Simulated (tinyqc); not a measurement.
A spin-degenerate level with charging energy between two leads, rate equations: one step of the calculation.

States 0, up, down and 2 with energies 0, e1 - Ez/2, e1 + Ez/2 and 2 e1 + U. mu_L = +V/2, mu_R = -V/2 (meV), f(x) = 1/(1 + exp(x/kB T)). A transition that adds one electron of given spin at the energy E has the rate G f(E - mu) from each lead, and its reverse G [1 - f(E - mu)]. I counts electrons leaving the left lead, times q.

Problem. Time step. Explicit Euler step: p(new) = p + dt W p.

Inputs (values chosen for the exercise): time step dt = 0.61 ns.

W (1/ns):
```
               0          up        down           2
0     -2.2002739   0.6897420   0.6899841   0.0000000
up     1.1002580  -0.6897422   0.0000000   1.7899998
down   1.1000159   0.0000000  -0.6899880   1.7899960
2      0.0000000   0.0000002   0.0000040  -3.5799958
```

p after step 1: 0 -0.34216710, up 0.67115739, down 0.67100972, 2 0.00000000

Give: p after step 2.

Solution.

p after step 2: 0 0.68188, up 0.15912, down 0.15899, 2 0.00000

Range of the model: Rate equations need hbar G well below kB T; cotunnelling and the Kondo effect are left out.

Program tinyqc, `OMP_NUM_THREADS=1 python tinyqc.py 2780001 2780002 out.jsonl`; Intel Xeon 2.30GHz, shared host, one thread, about 0.01 s.
